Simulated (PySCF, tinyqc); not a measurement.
Worked calculation: MP2 on RHF in the sto-3g basis, for H4, spin multiplicity 1. The lowest restricted solution is unstable here: a spin-polarised one lies 0.0364 hartree lower (PySCF). One step of it, computed by the program tinyqc.

Task: Iteration 1: diagonalisation and new density. Diagonalise F' = X^T F X, C = X C', fill 2 alpha and 2 beta electrons from the bottom; D = 2 C_occ C_occ^T. Each column has its largest component positive (the first on a tie).

Fock matrix F (hartree), lower triangle:
```
           1H 1s      2H 1s      3H 1s      4H 1s
1H 1s  -0.139754
2H 1s  -0.329326  -0.169102
3H 1s  -0.077284  -0.322952  -0.169102
4H 1s   0.027999  -0.077284  -0.329326  -0.139754
```

X, lower triangle:
```
           1H 1s      2H 1s      3H 1s     4H 1s
1H 1s   1.064404
2H 1s  -0.230299   1.190424
3H 1s   0.044903  -0.326287   1.190424
4H 1s  -0.005345   0.044903  -0.230299  1.064404
```

Give: F' = X^T F X; orbital energies; coefficients C; D after iteration 1.

Result:

F' = X^T F X (hartree), lower triangle:
```
         1        2        3        4
1  -0.0073
2  -0.3641   0.1553
3   0.0788  -0.3963   0.1553
4   0.0247   0.0788  -0.3641  -0.0073
```

orbital energies (hartree): MO1 -0.4250, MO2 -0.2705, MO3 0.2014, MO4 0.7902

coefficients C:
```
          MO1      MO2      MO3      MO4
1H 1s  0.2957   0.5737   0.7004  -0.5301
2H 1s  0.4425   0.3373  -0.4413   1.0365
3H 1s  0.4425  -0.3373  -0.4413  -1.0365
4H 1s  0.2957  -0.5737   0.7004   0.5301
```

D after iteration 1, lower triangle:
```
         1H 1s    2H 1s   3H 1s   4H 1s
1H 1s   0.8331
2H 1s   0.6487   0.6191
3H 1s  -0.1253   0.1640  0.6191
4H 1s  -0.4833  -0.1253  0.6487  0.8331
```
